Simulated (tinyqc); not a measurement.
Deep-level transient spectroscopy (DLTS) of one majority-carrier trap: one step, computed by the program tinyqc. Command: `OMP_NUM_THREADS=1 python tinyqc.py 3015070 3015071 out.jsonl dlts walk`. One thread of a shared host (Intel(R) Xeon(R) Processor @ 2.30GHz), about 0.05 s of CPU time with the checks.

A filling pulse loads the traps in a one-sided junction; under reverse bias they empty at the rate e, and the capacitance relaxes as C(t) = C_0 - dC exp(-e t). The signal is S = [C(t_2) - C(t_1)]/dC.

Problem. Signal size and trap density. W = sqrt(2 eps eps_0 (V_b + V_r)/(e N)), C_0 = eps eps_0 area/W. The pulse goes to zero bias, W_0 = W(V_r = 0). Traps within lambda = sqrt(2 eps eps_0 (E_t - E_F)/(e^2 N)) of the depletion edge stay filled, with E_F = k_B T_p ln(N_b/N) from the band, N_b = 2 M (2 pi m k_B T_p/h^2)^(3/2) (dopants taken as fully ionised). dC = C_0 (N_t/2N) f, f = [(W - lambda)^2 - max(W_0 - lambda, 0)^2]/W^2. The simple estimate is 2 N dC/C_0.

Inputs (values chosen for the exercise, with mass and screening modelled on silicon):
```
quantity                    value   unit
density-of-states mass m    0.783    m_0
valleys M                       1      -
trap depth E_t              0.342     eV
temperature T                 169      K
doping N                  9.7e+15  cm^-3
trap density N_t          2.7e+14  cm^-3
dielectric constant eps      11.9      -
built-in voltage V_b         0.56      V
reverse bias V_r              9.8      V
diode area                 0.0042   cm^2
```

Carriers: holes. Extra term: Poole-Frenkel lowering.

peak temperature T_p = 221.2790 K

Constants: eps_0 = 8.8541878128e-12 F/m; e = 1.602176634e-19 C; k_B = 8.617333262e-05 eV/K; m_0 = 9.1093837015e-31 kg; k_B = 1.380649e-23 J/K; h = 6.62607015e-34 J s.

Give: depletion width W; C_0; lambda; f; transient amplitude dC; simple estimate of N_t.

Solution.

depletion width W = 1.185 micrometre

C_0 = 37.34 pF

lambda = 0.1679 micrometre

f = 0.7285

transient amplitude dC = 378.6 fF

simple estimate of N_t = 1.967e+14 cm^-3

The simple estimate finds 73 % of the traps.
